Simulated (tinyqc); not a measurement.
Donor near an oxide interface in a gate field (two-state model), step by step. Values are carried at full precision from step to step, so a last printed digit may differ when a step is redone from the rounded ones.

Interface at z = 0 (hard wall), donor at z = d, field F pulling electrons to the interface: potential e F z; 1 kV/cm = 1e-5 eV/angstrom, c = hbar^2/2m0, q = e^2/(4 pi eps0), Q = (eps - eo)/(eps + eo). Donor state: E_D = e F d - ED - q Q/(4 eps d), the last term joining the images of ion and electron. Interface state: z exp(-b z/2) exp(-rho^2/(2 L^2)) with E_z = c b^2/(4 mz) + 3 e F/b + q Q b/(8 eps), minimised over b; in the plane at z = 3/b the ion (distance D = d - 3/b) and its image (D' = d + 3/b) give E_rho = c/(mt L^2) - (q/eps)(sqrt(pi)/L)[erfcx(D/L) + Q erfcx(D'/L)], erfcx(x) = exp(x^2) erfc(x), minimised over L. E_I = E_z + E_rho.

Constants: hbar^2/2m0 = 3.80998211 eV angstrom^2; e^2/(4 pi eps0) = 14.39964547 eV angstrom.

Parameters, chosen for this exercise (near those of a donor in Si below SiO2, static dielectric constants; shifted at random, so the results belong to these values and not to a real crystal): d = 170 angstrom (depth of the donor); ED = 45.2 meV (bulk binding energy); mz = 0.928 m0 (mass across the interface); mt = 0.192 m0 (mass in the plane); eps = 11.3 (dielectric constant of the semiconductor); eo = 3.9 (dielectric constant of the oxide); F = 31.5 kV/cm (field in the semiconductor); aD = 15.7 angstrom (donor radius); v = 0.39 (valley factor).

## The interface state across the interface

Solve c b/(2 mz) - 3 e F/b^2 + q Q/(8 eps) = 0; give Q, b, the three terms of E_z and <z> = 3/b.

Q = 0.4868
b = 0.06646 1/angstrom

kinetic, field and image terms (meV): 4.53  14.22  5.15

<z> = 45.1 angstrom

The image pushes the electron away from the oxide; without it <z> would be 38.9 angstrom.

## Binding in the plane

Give D, D', the best L, both terms and E_rho.

D, D' (angstrom): 124.9  215.1

L = 113.3 angstrom

kinetic and Coulomb terms (meV): 1.55  -10.59

E_rho = -9.04 meV

The bottom of the well lies at -13.1 meV, so the level is 31 % of the way up; L/D = 0.91. Above the critical field the ionised donor would thus still hold its electron as a dot at the interface.

## Where the electron sits

The two states couple by t = t0 exp(-D/aD) with t0 = q/(eps aD) (2 aD/L) sqrt(aD b/2) v, v a valley factor; this form is an estimate. With detuning u = E_D - E_I the splitting is sqrt(u^2 + 4 t^2) and the lower state has weight (1 - u/sqrt(u^2 + 4 t^2))/2 on the donor.

Give E_D, E_I, t, the splitting and the donor weight.

E_D, E_I (meV): 7.44  14.87

t = 0.00223 meV
splitting = 7.43 meV
donor weight = 1.000

The electron is on the donor; the contact hyperfine coupling scales with the donor weight. With this t, the tunnelling time pi hbar/(2t) at a crossing would be 464 ps (hbar = 6.58212e-16 eV s); here the detuning is 3.33e+03 t.

## Critical field

Find F at which E_D = E_I; compare the rule e F d = ED. The crossing width is 4t/(e D), with t and D formed anew at that field.

critical field = 37.5 kV/cm
ED/(e d) = 26.6 kV/cm
width = 0.0060 kV/cm

The confinement energy E_z = 26.5 meV raises the field needed and the attraction E_rho = -8.9 meV lowers it; the result is 1.41 times the simple rule.

## Checks

- E_z without images against 1.5 x 6^(2/3)/2 (c (e F)^2/mz)^(1/3), meV: both 18.36.
- E_rho from the radial equation in the full Coulomb well against the Gaussian trial function, meV: -9.1 against -9.0.

Program tinyqc; command `OMP_NUM_THREADS=1 python tinyqc.py 1282534 1282535 out.jsonl`; about 0.1 s on one thread of a shared Intel(R) Xeon(R) Processor @ 2.30GHz.
